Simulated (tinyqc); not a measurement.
The whole curve: space-charge-limited current through a thin insulating or semi-insulating film with traps. Computed by tinyqc, a small Python program. Command: `OMP_NUM_THREADS=1 python tinyqc.py 3008163 3008164 out.jsonl sclc walk`. One thread of a shared host (Intel(R) Xeon(R) Processor @ 2.30GHz), about 0.01 s of CPU time with the checks.

One ohmic injecting contact at x = 0 (field zero), drift only, non-degenerate free carriers.

Inputs (values chosen for the exercise, modelled on an amorphous oxide semiconductor):
```
quantity                                            value        unit
permittivity eps                                       10           -
band mobility mu                                       13  cm^2/(V s)
effective density of states N_c                   4.6e+18      1/cm^3
trap density N_t                                  1.2e+17      1/cm^3
equilibrium Fermi level below the band edge, E_0     0.68          eV
thickness d                                           280          nm
free density at the anode, in units of N_c        0.00017           -
temperature T                                         250           K
trap level E_t below the band edge                   0.43          eV
```

Traps: single level.

Constants: k_B = 8.617333262e-05 eV/K; e = 1.602176634e-19 C; eps_0 = 8.8541878128e-12 F/m.

Method:
- Free density n_0 = N_c exp(-E_0/k_B T) in equilibrium; trapped density n_t(n) = N_t/(1 + n_1/n), n_1 = N_c exp(-E_t/k_B T).
- theta = n/(n + n_t) at the anode density; trap-filled-limit voltage V_TFL = e (N_t - n_t(n_0)) d^2/(2 eps eps_0).
- J = e mu n F and (eps eps_0/e) dF/dx = n - n_0 + n_t(n) - n_t(n_0) = rho(n). With F = J/(e mu n): d = (eps eps_0 J/(e^2 mu)) I_1 and V = (eps eps_0 J^2/(e^3 mu^2)) I_2, I_k = int_(n_L)^infinity dn/(n^(k+1) rho(n)), n_L the density at the anode; with u = n_L/n, 200 Gauss-Legendre points in t, u = 1 - (1 - t)^2.
- The last column is d ln J/d ln V up to the next row.

V_TFL = 8.51187 V

Current against voltage:
```
n_L (1/cm^3)       V (V)  J (A/cm^2)   slope
9.50e+04      6.0009e-05  5.1785e-13    1.73
1.30e+06      2.8668e-03  4.1338e-10    1.99
1.90e+07      4.3363e-02  9.1983e-08    2.03
2.70e+08      5.8094e-01  1.7731e-05    2.36
3.90e+09      4.4568e+00  2.1800e-03    5.74
5.50e+10      8.0254e+00  6.3914e-02   50.07
7.90e+11      8.4776e+00  9.9427e-01  502.92
1.10e+13      8.5222e+00  1.3935e+01  193.91
1.60e+14      8.6411e+00  2.0441e+02   25.50
2.30e+15      9.6199e+00  3.1527e+03    5.35
3.20e+16      1.7148e+01  6.9330e+04    2.45
4.60e+17      9.9904e+01  5.2278e+06       -
```

What follows from these numbers?

The slope starts at 1.73, peaks at 502.9 between 8.48 and 8.52 V and ends at 2.45. Rows below 0.22 V (10 k_B T/e) are formal, since diffusion from the contact rules there. Self-heating is left out, although J V exceeds 1e5 W/cm^2 at the last row. The last rows ignore velocity saturation (mu V/d above 1e7 cm/s). Rows above 84.0 V are formal, since the mean field exceeds 3 MV/cm and breakdown sets in. The steep part is the filling of the level near V_TFL = 8.51 V, from which N_t can be read; below it a slope near 2, where the rows show one, belongs to the square law scaled by theta.

Extremes, crossings and ranges named in words are read from the listed rows.
